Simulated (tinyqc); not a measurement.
Dopants and charged point defects at anneal temperature: Fermi-level effect, clustering and pairing: one step, computed by the program tinyqc.

Boltzmann statistics and full ionisation of active dopants. Energies are counted from the valence band; the defect (a vacancy or self-interstitial) has five charge states, with all degeneracy factors one.

Task: Charged defects. C_0 = N_s exp(S_f/k_B) exp(-H_f/k_B T). Ratios to the neutral state at E_F = E_i: r_+ = exp((E(+/0) - E_i)/k_B T), r_2+ = r_+ exp((E(2+/+) - E_i)/k_B T), r_- = exp((E_i - E(0/-))/k_B T), r_2- = r_- exp((E_i - E(-/2-))/k_B T); at other E_F state q scales as chi^(-q). The enhancement is sum r_q chi^(-q)/sum r_q. The charge on the defects is left out of neutrality.

Inputs (values chosen for the exercise, with bands modelled on InP):
```
quantity,value,unit
anneal temperature T,880,K
formation enthalpy of the neutral defect H_f,2.6,eV
formation entropy S_f,2.5,k_B
site density N_s,4.3e+22,cm^-3
```

Dopant: acceptor. Second part: clustering of the dopant.

defect levels as fractions of E_g(T): (2+/+), (+/0), (0/-), (-/2-): [0.17, 0.11, 0.61, 0.87]

E_g = 1.156552 eV

k_B T = 0.07583253 eV

n_i = 6.499716e+15 cm^-3

E_i = 0.6937547 eV

chi = 3.602477e-04

Give: neutral defects C_0; Charge states; all defects, doped; enhancement over intrinsic; mean charge.

Result:

neutral defects C_0 = 6.745e+08 cm^-3

Charge states:
```
state,ratio r,intrinsic (cm^-3),doped (cm^-3)
2+,8.097e-07,5.461e+02,4.208e+09
+,5.694e-04,3.841e+05,1.066e+09
0,1.000e+00,6.745e+08,6.745e+08
-,8.566e-01,5.777e+08,2.081e+05
2-,1.391e-02,9.383e+06,1.218e+00
```

all defects, doped = 5.949e+09 cm^-3

enhancement over intrinsic = 4.714

mean charge = 1.594 e

Doping leaves the neutral state alone and multiplies the total by 4.71; the most common state is 2+ (in intrinsic material 0).
